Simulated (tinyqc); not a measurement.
Capacitances against the line height.

Endless row of lines of width wl, height tl and space sl between grounded planes at distance hd; e2 fills the gaps beside the lines, e1 the rest. Laplace's equation is solved on meshes of 3, 6 and 12 steps per unit u and extrapolated (Aitken), which is good to about 0.2 %. C_even (all lines at 1 V) is the capacitance Cg to the planes; C_odd (neighbours in antiphase) = Cg + 4 Cc if only nearest neighbours couple, which defines Cc; total with quiet neighbours Cg + 2 Cc. Plate values 2 eps0 e1 wl/hd and eps0 e2 tl/sl.

Parameters, values chosen for the exercise: relative permittivity above and below the lines e1 = 3.9; relative permittivity between the lines e2 = 2; line width, in units u wl = 4 u; space between lines sl = 6 u; distance to each plane hd = 4 u.

Constants: eps0 = 8.8541878128e-12 F/m. Results are converted to the units shown.

The same in every row: plate Cg (aF/um) = 69.1.

Results:

| tl (u) | Cg (aF/um) | Cc (aF/um) | Cg + 2 Cc (aF/um) | C_odd (aF/um) | plate Cc (aF/um) | share of coupling, 2 Cc/(Cg + 2 Cc) (%) |
|---|---|---|---|---|---|---|
| 2 | 134 | 8.37 | 151 | 168 | 5.90 | 11.1 |
| 6 | 141 | 18.8 | 178 | 216 | 17.7 | 21.1 |
| 8 | 141 | 24.6 | 190 | 239 | 23.6 | 25.8 |
| 12 | 141 | 36.3 | 214 | 287 | 35.4 | 33.9 |
| 16 | 141 | 48.1 | 238 | 334 | 47.2 | 40.5 |

Estimate the missing row, tl = 4 u.

Computed row:

| tl (u) | Cg (aF/um) | Cc (aF/um) | Cg + 2 Cc (aF/um) | C_odd (aF/um) | plate Cc (aF/um) | share of coupling, 2 Cc/(Cg + 2 Cc) (%) |
|---|---|---|---|---|---|---|
| 4 | 139 | 13.3 | 166 | 192 | 11.8 | 16.1 |

With this row back in the table: As tl goes from 2 to 16, Cg rises from 134 to 141 aF/um, Cc rises from 8.37 to 48.1 aF/um and the share of coupling rises from 11.1 to 40.5 %. Cg is 1.95 times its plate value in the first row and 2.05 times in the last; for Cc the ratios are 1.42 and 1.02. Neighbours in antiphase raise the load by a factor of 1.11 and 1.40 over quiet ones.

Computed by the program tinyqc: `OMP_NUM_THREADS=1 python tinyqc.py 2790205 2790206 out.jsonl`, one thread of a shared Intel Xeon 2.30GHz, about 0.6 s for the whole run.
